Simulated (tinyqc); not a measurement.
Worked calculation: anisotropic elasticity and sound waves of a cubic crystal. Computed by tinyqc, a small Python program that keeps every step. Command: `OMP_NUM_THREADS=1 python tinyqc.py 3000940 3000941 out.jsonl cubicelastic walk`. One thread of a shared host (Intel(R) Xeon(R) Processor @ 2.30GHz), about 0.01 s of CPU time with the checks. Intermediate numbers are printed to about 6 digits and carried at full precision; extremes and crossings named in words are read from the listed rows.

Voigt order 1..6 = xx, yy, zz, yz, xz, xy, with engineering shear strains. The rotated frame has x' as named, z' along the wafer normal and y' = z' x x'.

Inputs (values chosen for the exercise, modelled on germanium):
```
quantity                                value    unit
C11                                     128.3     GPa
C12                                     48.48     GPa
C44                                     65.94     GPa
density rho                             5.328  g/cm^3
expansion coefficient of the film         5.9   ppm/K
expansion coefficient of the substrate   0.55   ppm/K
cooling Delta T                           500       K
```

Frame: (111) wafer, x' along [1-10].

wave normal (not normalised): 4  1.5  3.2

## Compliances and anisotropy

S11 = (C11 + C12)/D, S12 = -C12/D, D = (C11 - C12)(C11 + 2 C12), S44 = 1/C44. Zener ratio A = 2 C44/(C11 - C12); S0 = S11 - S12 - S44/2; H = 2 C44 + C12 - C11.

S11 = 9.83190 1/TPa

S12 = -2.69629 1/TPa

S44 = 15.1653 1/TPa

Zener ratio A = 1.65222

S0 = 4.94554 1/TPa

H = 52.06 GPa

## Stiffness in the rotated frame

direction cosines a (rows x', y', z' in the cube axes):
```
           x          y          z
x'  0.707107  -0.707107   0.000000
y'  0.408248   0.408248  -0.816497
z'  0.577350   0.577350   0.577350
```

C'_ijkl = C12 delta_ij delta_kl + C44 (delta_ik delta_jl + delta_il delta_jk) - H sum_m a_im a_jm a_km a_lm.

C' (GPa), lower triangle (symmetric):
```
         1        2        3       4        5       6
1  154.330
2   39.803  154.330
3   31.127   31.127  163.007
4  -12.271   12.271    0.000  48.587
5    0.000    0.000    0.000   0.000   48.587
6    0.000    0.000    0.000   0.000  -12.271  57.263
```

Normal stress couples to shear strain in this frame.

## Moduli along the axes of the frame

Invert C' to S'. E along x' = 1/S'11, along y' = 1/S'22; Poisson ratios nu(x'y') = -S'12/S'11 and nu(x'z') = -S'13/S'11; in-plane shear modulus 1/S'66.

E along x' = 135.886 GPa

E along y' = 135.886 GPa

nu(x'y') = 0.254383

nu(x'z') = 0.142378

in-plane shear modulus = 54.1644 GPa

The plane is isotropic in E.

## Thermal stress in a film with this orientation

On cooling, a thick substrate imposes eps_1 = eps_2 = (alpha_film - alpha_substrate) Delta T and eps_6 = 0; the free surface sets sigma_3 = sigma_4 = sigma_5 = 0, which fixes eps_3, eps_4, eps_5. Biaxial modulus M = (sigma_1 + sigma_2)/(2 eps); energy density M eps^2. Elastic response and constant coefficients are assumed.

in-plane strain = 2.675 per mille

elastic strain along the normal = -1.02160 per mille

stress along x' = 487.508 MPa

stress along y' = 487.508 MPa

biaxial modulus M = 182.246 GPa

energy density = 1.30408 MJ/m^3

The film ends in tension. Caution: the thermal stress of this film exceeds 200 MPa, which can relax by slip, cracking or buckling in a real film.

## Sound waves along the wave normal

In the cube axes, with unit normal n: G_ij = (C12 + C44) n_i n_j + (C44 - H n_i^2) delta_ij, eigenvalues rho v^2, eigenvectors u (columns, largest component positive). Group velocity V_i = [(C12 + C44)(u.n) u_i + C44 n_i - H u_i^2 n_i]/(rho v); its angle to n has cosine v/|V|.

Christoffel matrix (GPa):
```
         x       y       z
x  100.961  24.097  51.407
y   24.097  70.865  19.278
z   51.407  19.278  88.354
```

phase velocities (m/s): 2832.34  3356.11  5435.71

polarisations:
```
        slow       fast  longitudinal
x  -0.678250  -0.195085      0.708462
y   0.080476   0.938597      0.335499
z   0.730411  -0.284566      0.620904
```

group speeds (m/s): 2902.08  3497.99  5456.34

angles between V and n (degree): 12.5862  16.3747  4.9840

Energy flows off the wave normal by up to 16.4 degrees, for the fast transverse wave.

## Polycrystal bounds against single-crystal directions

B = (C11 + 2 C12)/3; Voigt G = (C11 - C12 + 3 C44)/5; Reuss G = 5/(4 (S11 - S12) + 3 S44); Hill is their mean; E = 9BG/(3B + G), nu = (3B - 2G)/(6B + 2G). Along <hkl>, with g = 0, 1/4, 1/3: 1/E = S11 - 2 S0 g; for a film with that normal C33 = C11 + 2 H g and M = [6B - (3B - C33) - (3B - C33)^2/C33]/2.

bulk modulus B = 75.0867 GPa

Averages:
```
average  G (GPa)  E (GPa)        nu
Voigt    55.5280  133.641  0.203363
Reuss    52.2965  127.329  0.217374
Hill     53.9123  130.503  0.210328
```

Directions:
```
direction  E (GPa)  biaxial modulus M (GPa)
<100>      101.710                  140.142
<110>      135.886                  173.495
<111>      153.025                  182.246
```

The bounds on G differ by 6.2 %, while E varies by a factor 1.50 with direction; with A above 1 the stiffest axis is <111>. Under a fixed mismatch strain, grains with a <100> normal store the least energy.

Checks made by the program: E along x' against 1/E = S11 - 2 S0 (l^2 m^2 + m^2 n^2 + n^2 l^2) (relative difference below 1e-10); closed form of M against the matrix solution (relative difference below 1e-10).
